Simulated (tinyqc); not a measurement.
Worked calculation: Gamma, L and X subbands of a thin body with non-parabolic valleys. Values are carried at full precision from step to step, so a last printed digit may differ when a step is redone from the rounded ones.

Hard walls, flat band, c = hbar^2/2m0, energies from the bulk Gamma edge. For a valley at angle theta to the normal 1/m_z = cos^2/ml + sin^2/mt and m_d = sqrt(ml mt^2/m_z). Subband n starts at E_v + e with e (1 + a e) = c (n pi/t)^2/m_z, and its density-of-states mass is taken as m_d (1 + 2 a e), without further growth at higher in-plane energy. Groups are named by valley and degeneracy.

Constants: hbar^2/2m0 = 3.80998211 eV angstrom^2; kB = 8.617333262e-05 eV/K.

Parameters, chosen for this exercise (near those of a thin InP channel; not measured data): face = 110 (surface); mG = 0.0781 m0 (Gamma mass); aG = 0.59 1/eV (Gamma non-parabolicity); EL = 0.532 eV (L edge above Gamma); mL = (1.673, 0.098) m0 (L valleys (four, along <111>): ml, mt); EX = 0.922 eV (X edge above Gamma); mX = (0.901, 0.274) m0 (X valleys (three, along <100>): ml, mt); aS = 0.63 1/eV (non-parabolicity of L and X); t = 40 angstrom (body thickness); Ns = 2.8 x 1e12/cm^2 (sheet density); T = 300 K (temperature); eot = 9 angstrom (equivalent oxide thickness).

## Valley groups

List degeneracy, edge, m_z, m_d and a.

Groups:
```
group,g,E_v (eV),m_z,m_d,a (1/eV)
G1,1,0.000,0.0781,0.0781,0.59
L2,2,0.532,0.2632,0.2471,0.63
L2',2,0.532,0.0980,0.4049,0.63
X2,2,0.922,0.4202,0.4012,0.63
X1,1,0.922,0.2740,0.4969,0.63
```

## Subband edges

n = 1 to 8 for each group; list the ten lowest.

Subbands:
```
subband,g,E (eV),DOS mass
G1 n=1,1,0.2608,0.1021
L2 n=1,2,0.6168,0.2735
L2' n=1,2,0.7436,0.5129
G1 n=2,1,0.8134,0.1531
L2 n=2,2,0.8324,0.3406
X2 n=1,2,0.9761,0.4286
X1 n=1,1,1.0036,0.5479
L2 n=3,2,1.1188,0.4298
X2 n=2,2,1.1208,0.5017
L2' n=2,2,1.2055,0.7485
```

The lowest subband is G1 n=1, 356 meV below L2 n=1; in the bulk the lowest valley is Gamma.

## Filling and quantum capacitance

n_i = g m/(2 pi c) kB T ln(1 + exp((EF - E_i)/kB T)), sum n_i = Ns (1e12/cm^2 = 1e-4/angstrom^2), c = hbar^2/2m0. Quantum capacitance Cq = 1602.176634 sum g m/(2 pi c) f_i in microfarad/cm^2 with f_i = 1/(1 + exp((E_i - EF)/kB T)); Cox = 34.5313/eot (one gate); C/Cox = Cq/(Cq + Cox), the centroid term left out.

Over the ten listed subbands, named by valley (G, L, X), degeneracy and number.

EF = 0.3243 eV

n_i in the order of the list (1e12/cm^2): 2.800  0.000  0.000  0.000  0.000  0.000  0.000  0.000  0.000  0.000

Cq = 6.30 microfarad/cm^2
Cox = 3.837 microfarad/cm^2
C/Cox = 0.621

EF lies 63 meV above the lowest edge; Gamma holds 100 % of the electrons. The low density of states costs 38 % of the gate capacitance.

## Checks

- Cq against the slope dNs/dEF by finite differences, microfarad/cm^2: both 6.30.

(tinyqc, `OMP_NUM_THREADS=1 python tinyqc.py 1281721 1281722 out.jsonl`, Intel(R) Xeon(R) Processor @ 2.30GHz, 1 thread, shared host, about 0.05 s.)
